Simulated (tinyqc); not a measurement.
Quantum point contact as a saddle point with Zeeman splitting: two steps of the calculation.

Potential V0 - m wx^2 x^2/2 + m wy^2 y^2/2; energies are counted from V0. Mode n = 0, 1, ... transmits T_n(E) = 1/(1 + exp(-2 pi (E - E_n)/wx)), E_n = wy (n + 1/2) +/- Ez/2 for the two spins, Ez = gs muB B, muB = q hbar/(2 m0); each spin carries q^2/h.

Values chosen for this exercise: temperature T = 0.5 K; transverse quantum hbar wy wy = 2.7 meV; curvature of the barrier hbar wx wx = 1.5 meV; Fermi level above the saddle point mu = 3.79 meV; size of the g factor gs = 1; in-plane magnetic field B = 4 T; points of the energy grid nE = 15; half-range of the grid in kB T xm = 8.

Constants: q = 1.602176634e-19 C, kB = 1.380649e-23 J/K, hbar = 1.054571817e-34 J s, h = 6.62607015e-34 J s, m0 = 9.1093837015e-31 kg, Vt = kB T/q. Results are converted to the units shown.

Problem 1. Transmissions at the Fermi level. At zero temperature g = G/(2 q^2/h) = (1/2) sum T_n(mu); Fano factor sum T_n (1 - T_n)/sum T_n. Modes beyond those listed are in the sums but add less than 1e-4 to g.

Find: E_n; T_n; g; G; Fano factor.

Solution 1.

```
mode  E_n (meV)      T_n
0-       1.2342  0.99998
1-       3.9342  0.35339
2-       6.6342  0.00001
0+       1.4658  0.99994
1+       4.1658  0.17165
2+       6.8658  0.00000
```

g = 1.2625
G = 97.818 uS
Fano factor = 0.1468

Problem 2. Thermal average on a coarse grid. g(T) = int g(E) (-df/dE) dE = int g(mu + x kB T) dx/(4 cosh^2(x/2)), g(E) the zero-temperature value at E, g = G/(2 q^2/h). Simpson's rule on nE equally spaced x from -xm to xm.

Find: x; E; g(E); weight; integral of the weight; g(T); g(T) divided by the integral of the weight.

Solution 2.

```
point       x  E (meV)   g(E)  weight
0      -8.000    3.445  1.080  0.0003
1      -6.857    3.495  1.097  0.0010
2      -5.714    3.544  1.116  0.0033
3      -4.571    3.593  1.138  0.0101
4      -3.429    3.642  1.164  0.0304
5      -2.286    3.692  1.193  0.0838
6      -1.143    3.741  1.226  0.1833
7       0.000    3.790  1.262  0.2500
8       1.143    3.839  1.302  0.1833
9       2.286    3.888  1.345  0.0838
10      3.429    3.938  1.391  0.0304
11      4.571    3.987  1.438  0.0101
12      5.714    4.036  1.486  0.0033
13      6.857    4.085  1.535  0.0010
14      8.000    4.135  1.583  0.0003
```

integral of the weight = 1.001
g(T) = 1.268
g(T) divided by the integral of the weight = 1.267

Range of the model: Orbital effects of the in-plane field and interactions (such as the 0.7 feature) are left out.

Program tinyqc, `OMP_NUM_THREADS=1 python tinyqc.py 2740043 2740044 out.jsonl`; Intel Xeon 2.30GHz, shared host, one thread, about 0.04 s.
